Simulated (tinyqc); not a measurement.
Full law against its linear and parabolic limits: Deal-Grove kinetics of thermal oxidation of silicon. Computed by tinyqc, a small Python program. Command: `OMP_NUM_THREADS=1 python tinyqc.py 3018840 3018841 out.jsonl oxide walk`. One thread of a shared host (Intel(R) Xeon(R) Processor @ 2.30GHz), about 0.02 s of CPU time with the checks.

Oxidant diffuses through the oxide and reacts at the interface, so that dx/dt = B/(A + 2x) for the oxide thickness x.

Inputs (values chosen for the exercise, close to those used for silicon):
```
quantity                       value    unit
prefactor B0                     407  um^2/h
activation energy E_B          0.778      eV
prefactor (B/A)0            8.37e+07    um/h
activation energy E_A           2.05      eV
temperature T                   1075       C
oxidant pressure p                 1     atm
pressure exponent m of B/A         1       -
initial oxide x_i               0.01      um
time t                           4.9       h
```

Ambient: steam. Surface: (100).

Constants: k_B = 8.617333262e-05 eV/K.

Method:
- B = B0 p exp(-E_B/(k_B T)), B/A = (B/A)0 p^m exp(-E_A/(k_B T)), p in atm; A = B/(B/A).
- Temperatures in kelvin are T(C) + 273.15.
- tau = (x_i^2 + A x_i)/B and x = (A/2) [sqrt(1 + 4 B (t + tau)/A^2) - 1], the root of x^2 + A x = B (t + tau).
- Silicon consumed is 0.44 times the oxide grown; the rate is B/(A + 2x).
- Linear limit x = (B/A)(t + tau); parabolic limit x = sqrt(B (t + tau)).

tau = 0.00570417 h

length A = 0.276679 um

parabolic constant B = 0.502578 um^2/h

linear constant B/A = 1.81647 um/h

Thickness (um):
```
t (h)    full  linear limit  parabolic limit    2x/A
0.05   0.0788    1.0118e-01           0.1673   0.569
0.1    0.1305    1.9201e-01           0.2305   0.943
0.25   0.2459    4.6448e-01           0.3585   1.778
0.5    0.3844    9.1859e-01           0.5041   2.779
1      0.5859    1.8268e+00           0.7109   4.236
2      0.8751    3.6433e+00           1.0040   6.326
4      1.2873    7.2762e+00           1.4189   9.305
8      1.8723    1.4542e+01           2.0059  13.534
16     2.7012    2.9074e+01           2.8362  19.526
32     3.8747    5.8137e+01           4.0107  28.009
```

What does the comparison show, and why?

Both limits lie above the full result, since each drops one resistance. The linear law overshoots by 28 % in the first row and 1400 % in the last, the parabolic law by 110 % and 3.5 %. The better limit switches between 0.1 and 0.25 h; both give the same value where B (t + tau) = A^2, at 2x/A = sqrt5 - 1 = 1.24.

Extremes, crossings and ranges named in words are read from the listed rows.
